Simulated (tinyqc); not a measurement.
Off-state leakage of single and stacked transistors: one step of the calculation.

n-channel devices of unit width. Subthreshold current I(Vg, Vs, Vd) = I0 (T/300 K)^0.5 exp[(Vg - Vs - VT(T) - gb (Vs - Vb) + dd (Vd - Vs))/(nf Vt)] (1 - exp(-(Vd - Vs)/Vt)), VT(T) = VT - cT (T - 300 K). Gate-edge tunnelling Ig (Vd/1 V) exp(ag (Vd - 1 V)), for a gate at 0 V, and band-to-band leakage Ab u exp(-Bb/u), u = Vd - Vb + 1 V, flow at a drain held at V; both are taken as independent of T. In a stack of off transistors (all gates at 0 V) the same subthreshold current passes through each.

Problem. Leakage of one transistor. Vg = Vs = 0, Vd = V; effective threshold VT(T) - gb Vb - dd V.

Inputs (values chosen for the exercise); values of the order met in bulk silicon logic transistors:
- T = 300 K (temperature)
- V = 1.2 V (supply voltage)
- VT = 0.42 V (threshold at 300 K, zero drain and body bias)
- cT = 0.9 mV/K (fall of the threshold with temperature)
- I0 = 0.65 uA/um (current at threshold at 300 K)
- nf = 1.15 (slope factor)
- dd = 0.07 (drain-induced lowering per volt)
- gb = 0.22 (rise of the threshold per volt of source-body bias)
- Ig = 0.0003 uA/um (gate-edge tunnelling current at 1 V)
- ag = 5.5 1/V (exponential slope of the gate current)
- Ab = 2 uA/(um V) (prefactor of band-to-band leakage at the drain)
- Bb = 24 V (its exponential voltage)
- Vb = 0 V (body voltage)

Constants: q = 1.602176634e-19 C, kB = 1.380649e-23 J/K, Vt = kB T/q. Results are converted to the units shown.

Give: effective threshold; parts; total; shares.

Solution.

effective threshold = 0.3360 V
parts (nA/um): subthreshold 0.008028, gate edge 1.081, band-to-band 0.08048
total = 1.170 nA/um
shares (%): subthreshold 0.6861, gate edge 92.44, band-to-band 6.879

The gate edge part is the largest.

Computed by the program tinyqc: `OMP_NUM_THREADS=1 python tinyqc.py 2242139 2242140 out.jsonl`, one thread of a shared Intel Xeon 2.30GHz, about 0.03 s for the whole run.
